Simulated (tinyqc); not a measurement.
What moves the results: three-band tight binding of a dichalcogenide monolayer. A value that a table varies takes the place of the one given here.

Basis dz2, dxy, dx2-y2 on a triangular lattice, nearest neighbours; alpha = kx a/2, beta = sqrt3 ky a/2. h0 = e1 + 2 t0 (cos 2alpha + 2 cos alpha cos beta); h1 = -2 sqrt3 t2 sin alpha sin beta + 2i t1 (sin 2alpha + sin alpha cos beta); h2 = 2 t2 (cos 2alpha - cos alpha cos beta) + 2i sqrt3 t1 cos alpha sin beta; h11 = e2 + 2 t11 cos 2alpha + (t11 + 3 t22) cos alpha cos beta; h22 = e2 + 2 t22 cos 2alpha + (3 t11 + t22) cos alpha cos beta; h12 = sqrt3 (t22 - t11) sin alpha sin beta + 4i t12 sin alpha (cos alpha - cos beta) + i lam sz. H = [[h0, h1, h2], [., h11, h12], [., ., h22]], Hermitian; the lowest band of each spin is filled. K = (4 pi/3a, 0), M = (pi/a, pi/(sqrt3 a)).

Constants: hbar^2/2m0 = 3.80998211 eV angstrom^2.

Values chosen for the exercise (near a published set for monolayer MoTe2; shifted at random, so the results belong to these values and not to a real crystal):
- a = 3.55 angstrom (lattice constant)
- e1 = 0.602 eV (level of dz2)
- e2 = 1.976 eV (level of dxy and dx2-y2)
- t0 = -0.168 eV (hopping)
- t1 = 0.227 eV (hopping)
- t2 = 0.385 eV (hopping)
- t11 = 0.208 eV (hopping)
- t12 = 0.244 eV (hopping)
- t22 = 0.249 eV (hopping)
- lam = 0.107 eV (spin-orbit constant)

## Three bands against the two-band Dirac model at K

Masses from central differences along kx with step 0.002 1/angstrom, c = hbar^2/2m0; Berry curvature of the valence band from a counter-clockwise plaquette of side 0.001 1/angstrom, Omega = -arg(product of overlaps)/area. Two-band model: coupling A = (3 a/(2 sqrt2))(t1 + sqrt3 t2) between valence and conduction states, mass c G/A^2 for both, Omega_v = 2 A^2/G^2. sz = 0 drops the spin-orbit term.

At K:
```
sz  G (eV)  m_c (m0)  m_v (m0)  two-band mass  Omega_v (angstrom^2)  two-band Omega
1   0.9764     0.478     0.697          0.328                23.752          23.765
0   1.0834     0.546     0.883          0.364                19.291          19.302
-1  1.1904     0.618     1.129          0.400                15.979          15.988
```

A = 3.3656 eV angstrom

Without spin-orbit coupling the electron mass is 0.546 and the hole mass 0.883, against 0.364 for both in the two-band model: the third band and the curvature of the diagonal terms break the symmetry. The Berry curvature is -0.1 % from the two-band value. The smaller gap (sz = +1) has the larger curvature, by a factor 1.49.

## All hoppings scaled

The six hoppings are multiplied by f; e1, e2 and lam stay (real strain also moves e1 and e2, so this is no model of it). Closed forms: Ev(K) = e2 - (3/2)(t11 + t22) - 3 sqrt3 t12 + lam, Ec(K) = e1 - 3 t0, Ev(Gamma) = e1 + 6 t0.

Gaps (eV):
```
f     direct gap at K  Ev(K) - Ev(Gamma)  Ec(K) - top of valence band
0.85           0.6078             0.6774                       0.6078
0.90           0.7306             0.6302                       0.7306
0.94           0.8289             0.5924                       0.8289
0.97           0.9026             0.5640                       0.9026
1.00           0.9764             0.5356                       0.9764
1.03           1.0501             0.5073                       1.0501
1.06           1.1238             0.4789                       1.1238
1.10           1.2221             0.4411                       1.2221
```

The direct gap changes by +24.6 meV for each per cent of f. The top of the valence band stays at K over the range.

## What each parameter does

Spin up: gap at K, Ev(K) - Ev(Gamma), and masses at K by central differences along kx with step 0.002 1/angstrom, c = hbar^2/2m0. Each row changes one parameter from the base and keeps the others.

Results:
```
case            gap at K (eV)  K - Gamma (eV)  m_c (m0)  m_v (m0)
base                   0.9764          0.5356     0.478     0.697
lam = 0.077 eV         1.0064          0.5056     0.497     0.745
t0 = -0.198 eV         1.0664          0.7156     0.580     0.850
e1 = 0.572 eV          0.9464          0.5656     0.454     0.653
t12 = 0.274 eV         1.1322          0.3798     0.578     1.130
e2 = 1.946 eV          1.0064          0.5056     0.502     0.745
t11 = 0.178 eV         0.9314          0.5806     0.443     0.615
```

The largest shifts from the base row, up to three for each result and ties (the steps differ in size, so this ranks the rows, not the parameters). gap at K (eV): t12 +0.1559, t0 +0.0900, t11 -0.0450. K - Gamma (eV): t0 +0.1800, t12 -0.1559, t11 +0.0450. m_c (m0): t0 +0.103, t12 +0.100, t11 -0.035. m_v (m0): t12 +0.432, t0 +0.152, t11 -0.083.

tinyqc: `OMP_NUM_THREADS=1 python tinyqc.py 1481387 1481388 out.jsonl`; about 0.02 s, one thread, shared Intel(R) Xeon(R) Processor @ 2.30GHz.
